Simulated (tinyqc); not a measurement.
Threshold switch as oscillator and as selector in a crossbar: two steps of the calculation.

Off state: I = Ith sinh(V/V0)/sinh(Vth/V0) up to Vth. On state: V = Vh + I Ron down to the holding current Ih, at Vl = Vh + Ih Ron. Switching is instantaneous.

Parameters, values chosen for the exercise; values of the order of Ge-Sb-Te and related chalcogenides:
```
symbol,value,unit,meaning
Vth,2.7,V,threshold voltage
Vh,1.33,V,holding voltage
Ron,1.3,kohm,on-state resistance
Ith,0.26,uA,current at threshold
V0,0.13,V,voltage scale of the off-state sinh
Ih,5.7,uA,holding current
C,6.3,fF,capacitance across the switch
N,4096,,rows and columns of the array
Vs,4.11,V,supply voltage
RL,970,kohm,load resistance
```

Problem 1. Relaxation oscillation. With a load RL from Vs and C across the switch, it oscillates if the load line misses both branches: (Vs - Vl)/Ih < RL < (Vs - Vth)/Ith. Charging without leakage takes RL C ln[(Vs - Vl)/(Vs - Vth)]; discharging takes (RL || Ron) C ln[(Vth - Ve)/(Vl - Ve)], Ve = (Vs Ron + Vh RL)/(Ron + RL).

Find: Vl; smallest RL; largest RL; charging time; Ve; discharging time; frequency.

Solution 1.

Vl = 1.337 V
smallest RL = 486.4 kohm
largest RL = 5423 kohm
charging time = 4.132 ns
Ve = 1.334 V
discharging time = 0.04837 ns
frequency = 239.2 MHz

With the off-state leakage included the charging takes 4.227 ns, 2.3 % above this value.

Problem 2. Leakage in a crossbar. In an N x N array driven at Vs, the V/2 scheme puts Vs/2 on 2 (N - 1) cells; the V/3 scheme puts Vs/3 on all N^2 - 1 others, N - 1 of them on the selected row. Row leakage is (N - 1) I; wasted power is the number of cells times V I.

Find: I at Vs/2; row leakage, V/2; wasted power, V/2; I at Vs/3; row leakage, V/3; wasted power, V/3.

Solution 2.

I at Vs/2 = 1.821 nA
row leakage, V/2 = 7.455 uA
wasted power, V/2 = 30.64 uW
I at Vs/3 = 0.009371 nA
row leakage, V/3 = 0.03838 uA
wasted power, V/3 = 215.4 uW

The V/3 scheme cuts the row leakage by 194 and raises the wasted power by a factor of 7.03.

Range of the model: Delay times, drift of Vth and line resistance are left out.

Numbers from tinyqc (`OMP_NUM_THREADS=1 python tinyqc.py 2490058 2490059 out.jsonl`; about 0.01 s on one thread of a shared Intel Xeon 2.30GHz).
